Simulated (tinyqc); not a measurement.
## Circuit elements from the admittance matrix

Question. Y belongs to a common-source circuit with y11 = i w (Cgs + Cgd), y12 = -i w Cgd, y21 = gm - i w Cgd, y22 = gds + i w (Cgd + Cd) and a resistance Rg in series with the gate; w = 2 pi f. Find Rg, Cgs + Cgd, Cgd, gm, gds and Cd.

Parameters, values chosen for the exercise: signal frequency f = 1 GHz.

Y with Rg (mS):

|  | 1 | 2 |
|---|---|---|
| 1 | 0.001109797+0.496937562i | -0.000505152-0.226193543i |
| 2 | 8.311666690-0.244756885i | 0.681850293+0.666926876i |

Answer. 1/Y11 = Rg + 1/(i w (Cgs + Cgd)) gives Rg; removing it from Z11 returns the inner y, whose parts are read off.

Rg = 4.494 ohm
Cgs + Cgd = 79.09 fF
Cgd = 36.00 fF
gm = 8.312 mS
gds = 0.6816 mS
Cd = 68.80 fF

Program tinyqc, `OMP_NUM_THREADS=1 python tinyqc.py 2150002 2150003 out.jsonl`; Intel Xeon 2.30GHz, shared host, one thread, about 0.01 s.
